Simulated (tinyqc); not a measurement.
## Trap depth and cross-section from two peaks

Problem. A DLTS peak lies where ew = sn g T^2 exp(-Et/kB T), g = vth Nc/(300 K)^2. Find Et and sn.

Values chosen for this exercise:
```
symbol    value   unit                                     meaning
Nc      2.78e19  cm^-3  conduction-band density of states at 300 K
vth       2.2e7   cm/s                   thermal velocity at 300 K
```

Constants: q = 1.602176634e-19 C, kB = 1.380649e-23 J/K. Results are converted to the units shown.

peak temperatures for ew = 5 and 2000 1/s (K): 201.84407  251.39223

Answer. The slope of ln(ew/T^2) against q/kB T is -Et, and the intercept is ln(sn g).

Et = 0.4900 eV
sn = 3.100e-14 cm^2

tinyqc, about 0.01 s, one thread, Intel Xeon 2.30GHz (shared host): `OMP_NUM_THREADS=1 python tinyqc.py 2050040 2050041 out.jsonl`
